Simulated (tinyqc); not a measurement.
Inside a calculation. Method: plane-wave Kohn-Sham cycle with exchange-only LDA in a layered model solid. Computed by tinyqc, a small Python program that keeps every step. Settings: points = 16, plane-wave index or count = 3, electrons = 2, k points = 1, area = 19.0, mixing = 0.3, iteration cap = 66. Command: `OMP_NUM_THREADS=1 python tinyqc.py 29352 29353 out.jsonl` (the two numbers bound the seeds that draw the settings). One thread of a shared host (Intel(R) Xeon(R) Processor @ 2.60GHz), about 0.01 s of CPU time with the checks. Later iterations appear only in the table of the cycle.

## Iteration 1: potential

A solid whose potential varies along x alone (atomic units):
```
parameter                      value
period a                    9.500000
cross-section of the cell  19.000000
electrons per cell                 2
grid points                       16
plane waves -n..n, n               3
k points                           1
V1 in V1 cos(2 pi x/a)     -0.300000
```

density at the start, on the grid x_j = j a/N (e/bohr^3): 0.01108033  0.01108033  0.01108033  0.01108033  0.01108033  0.01108033  0.01108033  0.01108033  0.01108033  0.01108033  0.01108033  0.01108033  0.01108033  0.01108033  0.01108033  0.01108033

V_H(G) = 4 pi rho(G)/G^2 for G != 0 (uniform background); v_x = -(3 rho/pi)^(1/3); V = V_ext + V_H + v_x; Fourier components f(G_m) = (1/N) sum_j f(x_j) exp(-i G_m x_j).

Potentials on the grid (hartree):
```
x             V_ext       V_H        v_x          V
0.000000  -0.300000  0.000000  -0.219537  -0.519537
0.593750  -0.277164  0.000000  -0.219537  -0.496701
1.187500  -0.212132  0.000000  -0.219537  -0.431669
1.781250  -0.114805  0.000000  -0.219537  -0.334342
2.375000          0  0.000000  -0.219537  -0.219537
2.968750   0.114805  0.000000  -0.219537  -0.104732
3.562500   0.212132  0.000000  -0.219537  -0.007405
4.156250   0.277164  0.000000  -0.219537   0.057627
4.750000   0.300000  0.000000  -0.219537   0.080463
5.343750   0.277164  0.000000  -0.219537   0.057627
5.937500   0.212132  0.000000  -0.219537  -0.007405
6.531250   0.114805  0.000000  -0.219537  -0.104732
7.125000          0  0.000000  -0.219537  -0.219537
7.718750  -0.114805  0.000000  -0.219537  -0.334342
8.312500  -0.212132  0.000000  -0.219537  -0.431669
8.906250  -0.277164  0.000000  -0.219537  -0.496701
```

V(G_m), m = 0, 1, 2, ... (hartree): -0.219537  -0.150000  0.000000  0.000000  0.000000  0.000000  0.000000

## Iteration 1: Hamiltonian at one k

k = 0.000000 2 pi / a

H(m,m') = (k + G_m)^2/2 delta + V(G_m - G_m'), with V(-G) = V(G).

H (hartree), lower triangle:
```
           -3         -2         -1         +0         +1         +2        +3
-3   1.748916
-2  -0.150000   0.655331
-1   0.000000  -0.150000  -0.000820
+0   0.000000   0.000000  -0.150000  -0.219537
+1   0.000000   0.000000   0.000000  -0.150000  -0.000820
+2   0.000000   0.000000   0.000000   0.000000  -0.150000   0.655331
+3   0.000000   0.000000   0.000000   0.000000   0.000000  -0.150000  1.748916
```

## Iteration 1: levels at that k

Diagonalise the Hermitian matrix.

eigenvalues (hartree): -0.355151  -0.034066  0.098994  0.668146  0.670697  1.769346  1.769349

## Iteration 1: new density

Motion across x is left out: the lowest 1 band(s) hold two electrons at each of the k points (j + 1/2)/nk - 1/2. Residual R = rho(out) - rho(in); rho(new) = rho(in) + 0.3 R. rho(out) = 2/(a A nk) sum |psi|^2 with psi = sum c exp(i G x). Harris energy E = band energy - dV sum rho (V_H/2 + v_x) + (3/4) dV sum rho v_x with rho(in), dV = a A/N, band energy = (2/nk) sum of the filled levels.

rho(out) (e/bohr^3): 0.03282091  0.02925541  0.02082458  0.01203740  0.00583826  0.00251261  0.00105567  0.00051591  0.00038472  0.00051591  0.00105567  0.00251261  0.00583826  0.01203740  0.02082458  0.02925541

density after iteration 1 (e/bohr^3): 0.01760251  0.01653286  0.01400361  0.01136745  0.00950771  0.00851001  0.00807293  0.00791100  0.00787165  0.00791100  0.00807293  0.00851001  0.00950771  0.01136745  0.01400361  0.01653286

energy per cell = -0.60053255 hartree

## Iteration 2: potential

As before.

Potentials on the grid (hartree):
```
x             V_ext        V_H        v_x          V
0.000000  -0.300000   0.142859  -0.256162  -0.413303
0.593750  -0.277164   0.128821  -0.250865  -0.399207
1.187500  -0.212132   0.091181  -0.237358  -0.358309
1.781250  -0.114805   0.040618  -0.221417  -0.295604
2.375000          0  -0.011520  -0.208617  -0.220137
2.968750   0.114805  -0.057016  -0.201048  -0.143260
3.562500   0.212132  -0.091332  -0.197546  -0.076745
4.156250   0.277164  -0.112423  -0.196216  -0.031475
4.750000   0.300000  -0.119516  -0.195890  -0.015406
5.343750   0.277164  -0.112423  -0.196216  -0.031475
5.937500   0.212132  -0.091332  -0.197546  -0.076745
6.531250   0.114805  -0.057016  -0.201048  -0.143260
7.125000          0  -0.011520  -0.208617  -0.220137
7.718750  -0.114805   0.040618  -0.221417  -0.295604
8.312500  -0.212132   0.091181  -0.237358  -0.358309
8.906250  -0.277164   0.128821  -0.250865  -0.399207
```

V(G_m), m = 0, 1, 2, ... (hartree): -0.217387  -0.099511  0.001446  0.000021  0.000070  0.000016  0.000000

## Iteration 2: Hamiltonian at one k

k = 0.000000 2 pi / a

As before.

H (hartree), lower triangle:
```
           -3         -2         -1         +0         +1         +2        +3
-3   1.751066
-2  -0.099511   0.657481
-1   0.001446  -0.099511   0.001330
+0   0.000021   0.001446  -0.099511  -0.217387
+1   0.000070   0.000021   0.001446  -0.099511   0.001330
+2   0.000016   0.000070   0.000021   0.001446  -0.099511   0.657481
+3   0.000000   0.000016   0.000070   0.000021   0.001446  -0.099511  1.751066
```

## Iteration 2: levels at that k

As before.

eigenvalues (hartree): -0.287870  -0.014951  0.057765  0.663203  0.664005  1.760108  1.760111

## Iteration 2: new density

As before.

rho(out) (e/bohr^3): 0.02812452  0.02575295  0.01986472  0.01310399  0.00760999  0.00409045  0.00221317  0.00137394  0.00114238  0.00137394  0.00221317  0.00409045  0.00760999  0.01310399  0.01986472  0.02575295

density after iteration 2 (e/bohr^3): 0.02075911  0.01929888  0.01576194  0.01188841  0.00893839  0.00718415  0.00631501  0.00594989  0.00585287  0.00594989  0.00631501  0.00718415  0.00893839  0.01188841  0.01576194  0.01929888

energy per cell = -0.49120144 hartree

## Convergence

Stop when sqrt(dV sum R^2) is below 1e-8, dV = a A/N.

Course of the cycle:
```
iteration  E (hartree)  norm of the residual
1          -0.60053255              1.53e-01
2          -0.49120144              8.24e-02
3          -0.45962796              3.64e-02
4          -0.45388782              1.48e-02
5          -0.45319513              7.87e-03
6          -0.45313012              5.35e-03
7          -0.45312598              3.81e-03
8          -0.45312661              2.70e-03
9          -0.45312720              1.90e-03
10         -0.45312753              1.34e-03
11         -0.45312771              9.38e-04
...                ...                   ...
34         -0.45312790              2.68e-07
35         -0.45312790              1.88e-07
36         -0.45312790              1.32e-07
37         -0.45312790              9.25e-08
38         -0.45312790              6.49e-08
39         -0.45312790              4.56e-08
40         -0.45312790              3.20e-08
41         -0.45312790              2.25e-08
42         -0.45312790              1.58e-08
43         -0.45312790              1.11e-08
44         -0.45312790              7.77e-09
```

Converged in 44 iterations. Before convergence this energy mixes input and output and is not variational, so it may rise towards its limit.
